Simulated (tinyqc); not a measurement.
MOS structure on a p-type body, non-linear Poisson equation by Newton steps: effect of the electron quasi-Fermi potential against the body on threshold, swing and body effect.

One dimension, insulator interface at x = 0, acceptor density Na, uniform, net doping C = -(acceptor density). psi is counted from the intrinsic level: n = ni exp((psi - Vb)/Vt), p = ni exp(-psi/Vt); deep in the body psi_b = -Vt ln(Na/ni). The gate acts through Cox = eps0 eox/tox and has the potential psi_G = Vg - (phiM - chi - Vt ln(Nc/ni)). Boltzmann statistics, full ionisation, classical densities, no oxide or interface charge.

ni = sqrt(Nc Nv) exp(-Eg/(2 Vt)), Eg in volts. The Poisson equation d/dx(eps0 eps_r dpsi/dx) = -q (p - n + C), with eps0 eps_r dpsi/dx = -Cox (psi_G - psi_0) at x = 0, is solved on a mesh of about 600 nodes or more. N_inv is the integral of n less its value deep in the body. VT is the Vg at which N_inv = 2e11 cm^-2. m = 1/(dpsi_0/dVg) at N_inv = 1e8 cm^-2; the swing is the Vg between N_inv = 1e8 and 1e9 cm^-2; body coefficient [VT(Vb + 0.05 V) - VT(Vb)]/0.05 V - 1.

Parameters, values chosen for the exercise; band and dielectric values close to those of silicon: temperature T = 250 K; band gap Eg = 1.14 eV; relative permittivity eps_r = 11.5; conduction-band density of states at T Nc = 2.1e19 cm^-3; valence-band density of states at T Nv = 2.04e19 cm^-3; electron affinity chi = 4.03 eV; acceptor density deep in the body Na = 8.3e15 cm^-3; relative permittivity of the gate insulator (close to aluminium oxide) eox = 9.01; insulator thickness tox = 8.8 nm; gate work function phiM = 4.55 eV.

Constants: q = 1.602176634e-19 C, kB = 1.380649e-23 J/K, Vt = kB T/q, eps0 = 8.8541878128e-14 F/cm where lengths are in cm. Results are converted to the units shown.

Effect of the electron quasi-Fermi potential against the body on threshold, swing and body effect:

| Vb (V) | VT (V) | psi_0 - psi_b at VT (V) | m - 1 | swing (mV/decade) | body coefficient |
|---|---|---|---|---|---|
| 0 | 0.531 | 0.895 | 0.0351 | 52.3 | 0.0405 |
| 0.3 | 0.843 | 1.20 | 0.0294 | 51.7 | 0.0339 |
| 0.6 | 1.15 | 1.50 | 0.0259 | 51.4 | 0.0296 |
| 0.9 | 1.46 | 1.80 | 0.0234 | 51.2 | 0.0265 |
| 1.2 | 1.77 | 2.10 | 0.0216 | 51.1 | 0.0242 |
| 1.5 | 2.08 | 2.40 | 0.0201 | 51.0 | 0.0224 |
| 1.8 | 2.38 | 2.70 | 0.0189 | 50.9 | 0.0209 |

Read the table: what changes, and by how much?

As Vb goes from 0 to 1.8, VT rises from 0.531 to 2.38 V, the swing falls from 52.3 to 50.9 mV/decade and the body coefficient falls from 0.0405 to 0.0209. The swing stays within 1.8 % of m Vt ln 10, and the body coefficient within 0.0054 of m - 1.

tinyqc, about 0.4 s, one thread, Intel Xeon 2.30GHz (shared host): `OMP_NUM_THREADS=1 python tinyqc.py 2080145 2080146 out.jsonl`
